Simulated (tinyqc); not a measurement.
Hubbard ring of 5 sites, step by step. Computed by tinyqc, a small Python program that keeps every step. Settings: hopping = 1.56, U = 7.7, mixing = 0.2, iteration cap = 50. Command: `OMP_NUM_THREADS=1 python tinyqc.py 21390 21391 out.jsonl` (the two numbers bound the seeds that draw the settings). One thread of a shared host (Intel(R) Xeon(R) Processor @ 2.60GHz), about 0.2 s of CPU time with the checks.

one-body matrix (hopping and site energies) (eV), order 1, 2, 3, 4, 5:
```
[[0.00000, -1.56000, 0.00000, 0.00000, -1.56000],
 [-1.56000, 0.00000, -1.56000, 0.00000, 0.00000],
 [0.00000, -1.56000, 0.00000, -1.56000, 0.00000],
 [0.00000, 0.00000, -1.56000, 0.00000, -1.56000],
 [-1.56000, 0.00000, 0.00000, -1.56000, 0.00000]]
```

U = 7.70000 eV

electrons, up and down: [3, 2]

n(up) at the start (a guess, not normalised): [0.60000, 0.60000, 0.60000, 0.60000, 0.60000]

n(down) at the start (a guess): [0.40000, 0.40000, 0.40000, 0.40000, 0.40000]

Each step fills the lowest levels of T + U n(other spin) and sets n(new) = n + mixing (n(out) - n); stop when output and input agree to 1e-8.

Course of the cycle:
```
iteration      E (eV)  largest |n(out) - n(in)|  mean |n_up - n_down|
1           0.1076009                  2.00e-01               0.20000
2           0.3486665                  2.40e-01               0.20000
3           0.1562162                  2.24e-01               0.20204
4          -0.0782025                  1.73e-01               0.22550
5          -0.2358893                  1.51e-01               0.25166
6          -0.3741538                  1.45e-01               0.27942
7          -0.5093429                  1.45e-01               0.30786
8          -0.6431358                  1.49e-01               0.33606
9          -0.7719671                  1.56e-01               0.36306
10         -0.8909298                  1.59e-01               0.38803
11         -0.9958994                  1.58e-01               0.41040
...               ...                       ...                   ...
40         -1.3851790                  3.32e-03               0.52803
41         -1.3851930                  2.83e-03               0.52816
42         -1.3852032                  2.42e-03               0.52827
43         -1.3852107                  2.07e-03               0.52836
44         -1.3852161                  1.76e-03               0.52844
45         -1.3852201                  1.51e-03               0.52851
46         -1.3852231                  1.28e-03               0.52857
47         -1.3852252                  1.10e-03               0.52862
48         -1.3852268                  9.36e-04               0.52866
49         -1.3852279                  7.99e-04               0.52869
50         -1.3852288                  6.82e-04               0.52873
```

Can the last value be used, and what does the course show?

Not by the stop rule, although the second column moves by less than 1e-05 over the last three steps. Not converged within 50 iterations: the residual falls steadily but slowly, by a factor of about 0.85 a step. The lowest mean-field energy found from random starts is -2.50069 eV. Reruns (cap 100 unless said): mixing 0.5: not converged; mixing 0.9: not converged; the original settings with a cap of 400: converged in 262 (E = -2.50069).
